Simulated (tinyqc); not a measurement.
Hole subbands of a hard-walled well, four-band Luttinger model: one step. Levels and mixing. The numbers come from values chosen for the exercise (near those of InAs).

H(k) (meV):
```
          h1         h2         h3         l1         l2         l3
h1  103.6832          0          0    77.5550   102.5996          0
h2         0   128.9320          0  -102.5996    77.5550   184.6792
h3         0          0   171.0132          0  -184.6792    77.5550
l1   77.5550  -102.5996          0   212.2885          0          0
l2  102.5996    77.5550  -184.6792          0   528.5804          0
l3         0   184.6792    77.5550          0          0  1055.7334
```

Task: Diagonalise; give the four lowest hole energies and the weight of the heavy component (the first half of the basis) in each.

Give: levels; heavy weight.

Result:

levels (meV): 14.02  38.95  121.01  294.39

heavy weight: 0.696  0.839  0.953  0.289

The most mixed of the four is number 1, with 70 % heavy character. Against 60 sines these levels lie 1.4, 13.3, 51.8 and 188.2 meV too high: the small basis is not converged.

Computed by tinyqc, a small Python program: `OMP_NUM_THREADS=1 python tinyqc.py 1281149 1281150 out.jsonl` (the numbers bound the seed that draws the inputs); one thread of a shared host (Intel(R) Xeon(R) Processor @ 2.30GHz), about 0.09 s for the whole set of steps.
